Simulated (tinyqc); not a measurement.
# Grain-boundary diffusion: Harrison regimes, Fisher and Le Claire analysis, Hart average, step by step

A worked calculation. Computed by tinyqc, a small Python program that keeps every step. Command: `OMP_NUM_THREADS=1 python tinyqc.py 3003820 3003821 out.jsonl gbdiff walk`. One thread of a shared host (Intel(R) Xeon(R) Processor @ 2.30GHz), about 0.01 s of CPU time with the checks. Intermediate numbers are printed to about 5 digits and carried at full precision; extremes and crossings named in words are read from the listed rows.

A boundary is a slab of width delta with diffusivity D_b, normal to a surface held at constant concentration; it leaks into grains of diffusivity D.

Inputs (values chosen for the exercise, for a model polycrystal): melting point T_m = 2860 K; lattice prefactor D0 = 1.3e-05 m^2/s; lattice activation energy E = 4.63 eV; boundary prefactor D0b = 1.8e-05 m^2/s; boundary activation energy E_b = 2.73 eV; boundary width delta = 0.95 nm; segregation factor s = 3; grain size d = 0.1 um; temperature T = 1850 K; time t = 280000 s.

Constants: k_B = 8.617333262e-05 eV/K.

## Diffusivities

D = D0 exp(-E/(k_B T)), D_b = D0b exp(-E_b/(k_B T)). Triple product P = s delta D_b.

D = 3.1687e-18 m^2/s

D_b = 6.5795e-13 m^2/s

triple product P = 1.8752e-21 m^3/s

At T/T_m = 0.65 the boundary is 210000 times faster than the lattice.

## Regime

l = sqrt(D t); P = s delta D_b; alpha = s delta/(2 l); beta = P/(2 D l). Regime A if l > 3 d, C if alpha > 1, B if alpha < 0.1, l < d/4 and beta > 10, otherwise a transition.

lattice diffusion length l = 0.94193 um

alpha = 0.0015129

beta = 314.13

Regime: A

The leakage zones of neighbouring boundaries overlap fully: one effective diffusivity describes the profile.

## Effective diffusivity

Hart average for parallel slabs: f = delta/d, D_eff = (s f D_b + (1 - f) D)/(1 - f + s f); share of the boundaries = s f D_b/(s f D_b + (1 - f) D); depth sqrt(D_eff t).

boundary fraction f = 0.0095

D_eff = 1.8405e-14 m^2/s

share of the boundaries = 0.99983

depth sqrt(D_eff t) = 71.787 um

## Penetration along an isolated boundary

Fisher: the mean concentration falls as exp(-y/y_F), y_F = sqrt(P) (pi t/(4 D))^(1/4), with the boundary equation P d2c/dy2 = 2 c sqrt(D/(pi t)). Le Claire (from the Whipple solution): ln c falls as -(y/y_L)^(6/5) with P = 1.322 sqrt(D/t) y_L^2.

Fisher depth y_F = 22.226 um

Le Claire depth y_L = 20.534 um

The tail reaches 21.8 lattice lengths l; y_L/l = sqrt(2 beta/1.322). Caution: the Fisher and Le Claire forms need regime B with beta above 10.

## Whipple integral against the two closed forms

Whipple, boundary part of the mean concentration in units of c0 l per boundary, for D_b/D far above beta: c(eta) = (2 eta/sqrt(pi)) int_1^infinity exp(-eta^2/(4 u)) u^(-3/2) [exp(-Y^2)/sqrt(pi) - Y erfc(Y)] du with Y = (u - 1)/(2 beta), eta = y/l; w = eta/sqrt(beta). The last columns are -ln[c(y)/c(w = 1)] from the integral, from Fisher, (y - y1)/y_F, and from Le Claire, (y/y_L)^(6/5) - (y1/y_L)^(6/5), with y1 the depth at w = 1.

Tail of the profile:
```
w     y (um)           c  Whipple  Fisher  Le Claire
1.5    25.04  4.8478e-01    0.530  0.3756      0.489
2.0    33.39  2.8111e-01    1.075  0.7511      1.012
3.0    50.08  9.0527e-02    2.208  1.5023      2.135
4.0    66.78  2.7618e-02    3.395  2.2534      3.337
5.0    83.47  8.0116e-03    4.633  3.0045      4.601
6.0   100.17  2.2169e-03    5.917  3.7556      5.917
8.0   133.56  1.4889e-04    8.618  5.2579      8.679
10.0  166.95  8.5214e-06   11.479  6.7601     11.583
```

At w = 10 the integral has fallen by 11.48 in the logarithm, Fisher by 6.76 and Le Claire by 11.58: the true tail bends down faster than an exponential, which is why profiles are plotted against y^(6/5). Caution: outside regime B these isolated-boundary profiles are formal.

## Lattice against boundary over temperature

D_eff = (s f D_b + (1 - f) D)/(1 - f + s f), f = delta/d; share of the boundaries = s f D_b/(s f D_b + (1 - f) D).

Diffusivities (m^2/s):
```
T/T_m  T (K)           D         D_b       D_eff    share      regime
0.3      858  8.2782e-33  1.6581e-21  4.6375e-23  1.00000           C
0.4     1144  5.2112e-26  1.6925e-17  4.7337e-19  1.00000           C
0.5     1430  6.2566e-22  4.3041e-15  1.2038e-16  0.99999  transition
0.6     1716  3.2805e-19  1.7276e-13  4.8322e-15  0.99993           A
0.7     2002  2.8742e-17  2.4146e-12  6.7561e-14  0.99959           A
0.8     2288  8.2308e-16  1.7454e-11  4.8897e-13  0.99836           A
0.9     2574  1.1184e-14  8.1293e-11  2.2845e-12  0.99524           A
1.0     2860  9.0187e-14  2.7834e-10  7.8724e-12  0.98886           A
```

The apparent activation energy of D_eff is 2.73 eV between the first rows and 2.74 eV between the last, against E_b = 2.73 and E = 4.63 eV. The boundaries carry most of the flux up to the melting point. Caution: the segregation factor is held fixed, although it falls with temperature. Caution: outside regime A, D_eff and the share of the boundaries hold only at steady state.

Checks made by the program: Le Claire's slope against the Whipple integral (relative difference 2e-02).
